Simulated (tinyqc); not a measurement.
Delta-doped layer in the Thomas-Fermi potential, step by step. Values are carried at full precision from step to step, so a last printed digit may differ when a step is redone from the rounded ones.

All donors ionised in the plane z = 0, zero temperature, energies from the Fermi level EF of the Thomas-Fermi model, which lies at the bulk band edge; c = hbar^2/2m0, q = e^2/(4 pi eps0). Layer in a (001) plane: two valleys with m_z = ml, m_d = mt (unprimed) and four with m_z = mt, m_d = sqrt(ml mt) (primed); m3 = (ml mt^2)^(1/3), gv = 6. With n = (gv/3 pi^2)(m3 (-V)/c)^(3/2) and V'' = -(4 pi q/eps) n for z > 0, the solution is V = -b/(|z| + z0)^4 with sqrt(b) = 20/K, K = (4 pi q/eps)(gv/3 pi^2)(m3/c)^(3/2), and z0^5 = 4b/(e F0), e F0 = 2 pi q N/eps; 1e13/cm^2 = 1e-3/angstrom^2. Exchange and correlation are left out.

Constants: hbar^2/2m0 = 3.80998211 eV angstrom^2; e^2/(4 pi eps0) = 14.39964547 eV angstrom.

Inputs chosen for the exercise (near those of a delta-doped layer in Si; not measured data): ml = 0.905 m0 (longitudinal mass); mt = 0.192 m0 (transverse mass); eps = 11.9 (dielectric constant); N = 2.4 x 1e13/cm^2 (donor sheet density).

## The Thomas-Fermi well

Give K, b, e F0, z0 and the depth b/z0^4.

K = 0.075681 eV^(-1/2) angstrom^-2
b = 69837 eV angstrom^4
e F0 = 0.018247 eV/angstrom
z0 = 27.35 angstrom
depth = 0.1248 eV

Half of the electrons lie within |z| < (2^(1/5) - 1) z0 = 4.1 angstrom. The mean donor spacing in the plane is 20.4 angstrom, against a Bohr radius 0.529177 eps/m3 = 19.6 angstrom: the spacing is not small against it, so the smeared sheet is a crude model.

## Profile

V = -b/(|z| + z0)^4, n and the share of electrons beyond |z|, (z0/(|z| + z0))^5, at z = 0, 0.1, 0.25, 0.5, 1 and 2 times z0; n = (eps/(4 pi q)) 20 b/(|z| + z0)^6, q = e^2/(4 pi eps0), 1/angstrom^3 = 1e24/cm^3.

Profile:
```
z (angstrom)   V (eV)  n (1e19/cm^3)  share beyond
0.0           -0.1248           21.9         1.000
2.7           -0.0852           12.4         0.621
6.8           -0.0511           5.75         0.328
13.7          -0.0246           1.93         0.132
27.4          -0.0078          0.343         0.031
54.7          -0.0015         0.0301         0.004
```

## Subbands

Subbands solve -(c/m_z) psi'' + V psi = E psi on 1280 points of spacing z0/80; up to ten levels for each group, kept if bound with an rms width below 2.5 z0.

List the bound levels with their rms width.

Subbands:
```
label  valleys g  m_d (m0)   E (eV)  rms z (angstrom)
0              2    0.1920  -0.0487               8.8
0'             4    0.4168  -0.0258              22.0
1              2    0.1920  -0.0030              41.8
```

The lowest level lies 61 % of the way up the well, and 0' follows 23 meV higher.

## Filling the subbands

At zero temperature n_i = g m_d (mu - E_i)/(2 pi c) for E_i < mu, c = hbar^2/2m0; find mu from sum n_i = N (1e13/cm^2 = 1e-3/angstrom^2).

mu = -0.0023 eV

n_i in the order of the list (1e13/cm^2): [0.745, 1.642, 0.012]

3 subbands filled in part, the lowest with 31 % of the electrons. The potential was built for a Fermi level at 0; filling its quantised levels puts mu 1.8 % of the depth below that, which shows how nearly the two pictures agree. The fullest is 0', with 68 %.

## Estimate from a V-shaped well

Near z = 0 the well is -depth + e F0 |z|, whose levels are a (c (e F0)^2/m_z)^(1/3) with a = 1.018793 (even) and 2.338107 (odd); c = hbar^2/2m0, m_z = ml, for the unprimed levels.

levels 0 and 1 (eV): [-0.0108, 0.1369]

Level 0 comes out 38 meV too high, since screening flattens the true well away from the plane, and level 1 lands above the rim at 0.

## Checks

- Integral of the Thomas-Fermi density against N, 1e13/cm^2: both 2.400.
- Lowest level on a finer grid (z0/200), eV: both -0.049.

Computed by tinyqc, a small Python program: `OMP_NUM_THREADS=1 python tinyqc.py 1280504 1280505 out.jsonl` (the numbers bound the seed that draws the inputs); one thread of a shared host (Intel(R) Xeon(R) Processor @ 2.30GHz), about 0.2 s for the whole set of steps.
